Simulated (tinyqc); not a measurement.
ESD clamp with bipolar snapback, compact model and design window: one step of the calculation.

The drain junction multiplies the current that enters it: Igen = (M - 1)(Ic + I0), M = 1/(1 - (Vj/BV)^n). The generated holes leave through the substrate resistance and the base of the parasitic npn: Igen = Vb/Rb + Ic/be, Ic = Is exp(Vb/Vt). Terminal current I = Ic + I0 + Igen and voltage V = Vj + I Ro, per width. Isothermal, constant gain.

Question. Design window and human-body level. Human-body model: 100 pF through 1500 ohm, peak current about (level - Vt2)/1500 ohm, decay time 150 ns. All fingers turn on before the first fails if Vt2 > Vt1; then the clamp carries Nf Wf It2, otherwise in the worst case Wf It2. Margins: Vh - 1.1 Vdd against latching in operation, Vox - max(Vt1, Vt2) for the protected oxide.

Inputs (values chosen for the exercise); values close to those of grounded-gate n-channel clamps:
- It2 = 10.2 mA/um (failure current for 100 ns)
- Wf = 20 um (finger width)
- Nf = 6 (number of fingers)
- Lv = 4 kV (human-body-model level)
- Vox = 10 V (oxide breakdown voltage for 100 ns)
- Vdd = 2.5 V (supply voltage)

Vt1 = 8.4434858 V
Vh = 5.7190682 V
Vt2 = 9.3710571 V

Find: peak current; current the clamp carries; level it withstands; holding margin; oxide margin.

Answer.

peak current = 2.660 A
current the clamp carries = 1.224 A
level it withstands = 1.845 kV
holding margin = 2.969 V
oxide margin = 0.6289 V

All fingers conduct; the clamp fails the level. Both margins are positive.

Program tinyqc, `OMP_NUM_THREADS=1 python tinyqc.py 2670066 2670067 out.jsonl`; Intel Xeon 2.30GHz, shared host, one thread, about 0.01 s.
